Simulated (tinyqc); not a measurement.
Bias-temperature instability from a Gaussian distribution of capture and emission barriers. Changing the temperature T. Computed by tinyqc, a small Python program. Command: `OMP_NUM_THREADS=1 python tinyqc.py 3021489 3021490 out.jsonl bti sweep`. One thread of a shared host (Intel(R) Xeon(R) Processor @ 2.30GHz), about 0.03 s of CPU time with the checks.

Each trap has a capture time tau_0 exp(E_c/(k_B T)) under stress and an emission time tau_0 exp(E_e/(k_B T)) after it. E_c is Gaussian, and E_e = E_c + d with d Gaussian and independent. A trap counts as filled once t_s exceeds its capture time and as emptied once t_r exceeds its emission time.

Inputs (values chosen for the exercise, for a model p-channel transistor):
```
quantity                                      value        unit
shift with all traps filled V_max                69          mV
mean capture barrier at zero field mu_c        1.79          eV
spread of capture barriers sigma_c             0.32          eV
lowering of mu_c per field k_F                0.055  eV/(MV/cm)
oxide field F                                   7.3       MV/cm
mean of E_e - E_c at the stress field, delta  -0.24          eV
spread of E_e - E_c, sigma_d                   0.26          eV
time constant tau_0                           9e-10           s
stress time t_s                                5000           s
recovery time t_r                               300           s
```

Constants: k_B = 8.617333262e-05 eV/K.

Method:
- Demarcation energies E_s = k_B T ln(t_s/tau_0), E_r = k_B T ln(t_r/tau_0); mean barrier mu = mu_c - k_F F; z = (E_s - mu)/sigma_c; Phi is the standard normal distribution.
- Temperatures in kelvin are T(C) + 273.15.
- Shift without recovery dV0 = V_max Phi(z); local time exponent n = d ln dV0/d ln t_s = (k_B T/sigma_c) exp(-z^2/2)/(sqrt(2 pi) Phi(z)); apparent activation energy n E_s.
- Remaining shift dV = V_max int_(-infinity)^(E_s) g(E_c) [1 - Phi((E_r - E_c - delta)/sigma_d)] dE_c, g the Gaussian density of E_c (Gauss-Legendre, 120 points over 7 sigma_c below E_s).

One run for each value; columns: (1) temperature T (C); (2) shift without recovery dV0 (mV); (3) time exponent n; (4) remaining share dV/dV0; (5) apparent activation energy (eV):
```
(1)     (2)      (3)      (4)      (5)
0     1.008  0.18639  0.15151  0.12875
25    1.635  0.18933  0.15242  0.14275
50    2.560  0.19010  0.15290  0.15535
75    3.876  0.18879  0.15289  0.16621
100   5.674  0.18548  0.15234  0.17502
125   8.039  0.18029  0.15117  0.18152
150  11.029  0.17334  0.14934  0.18549
175  14.668  0.16479  0.14677  0.18676
200  18.925  0.15481  0.14340  0.18523
```

Describe and explain the trends.

Over the rows, shift without recovery dV0 (mV) rises from 1.01 to 18.9; time exponent n goes from 0.186 through a maximum among these rows, 0.190 at 50.0, to 0.155; remaining share dV/dV0 goes from 0.152 through a maximum among these rows, 0.153 at 50.0, to 0.143. Time and temperature enter the shift only through k_B T ln(t/tau_0), so a hotter run is a longer one.

Caution (rows 0, 25.0): part of the filled traps have an emission barrier near or below zero, which means only that they empty at once.

Extremes, crossings and ranges named in words are read from the listed rows.
